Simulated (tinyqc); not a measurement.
Tight binding, honeycomb lattice, step by step. One step of it, computed by the program tinyqc.

Problem. Bloch Hamiltonian at k. H_AB = -t1 (1 + exp(-i k.a1) + exp(-i k.a2)); H_AA = delta - 2 t2 sum cos(k.b + phi), H_BB = -delta - 2 t2 sum cos(k.b - phi), b = a1, a2 - a1, -a2.

Parameters chosen for this model:
```
parameter,value,unit
t1,2.300000,"eV, nearest"
t2,0,"eV, second neighbours"
phi,1.570000,"rad, phase of t2 (Haldane)"
delta,0,"eV, +/- on A and B"
```

k point k (fractions of the reciprocal vectors): -0.240000  -0.220000

Give: H(k) at k.

Solution.

H(k) at k (eV):
```
,A,B
A,0.0000,-2.8754-4.5547i
B,-2.8754+4.5547i,0.0000
```
